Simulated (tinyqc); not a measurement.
Spin coating of a resist or spin-on film: centrifugal thinning, evaporation and the final thickness (Emslie and Meyerhofer models): one step, computed by the program tinyqc. Command: `OMP_NUM_THREADS=1 python tinyqc.py 3112112 3112113 out.jsonl spincoat walk`. One thread of a shared host (Intel(R) Xeon(R) Processor @ 2.30GHz), about 0.07 s of CPU time with the checks.

A Newtonian film stays uniform over the wafer; solvent and solids have the same density and the concentration is uniform through the thickness.

Problem. The two-stage estimate. Meyerhofer estimate: flow rules until (1 - c0) K h^3 = e, then evaporation alone: h_w = (e/((1 - c0) K))^(1/3), dry film c0 h_w.

Inputs (values chosen for the exercise, of the order of those of a polymer resist in an ester solvent): solids volume fraction c0 = 0.29.

evaporation rate e = 0.3320392 micrometre/s

flow constant K = 3.444065e-04 1/(micrometre^2 s)

Give: wet thickness h_w; dry film, estimate; drying time (1 - c0) h_w/e.

Solution.

wet thickness h_w = 11.074 micrometre

dry film, estimate = 3211.3 nm

drying time (1 - c0) h_w/e = 23.679 s

Caution: above a Reynolds number of about 3e5 the air flow near the rim turns turbulent, and evaporation is no longer uniform.
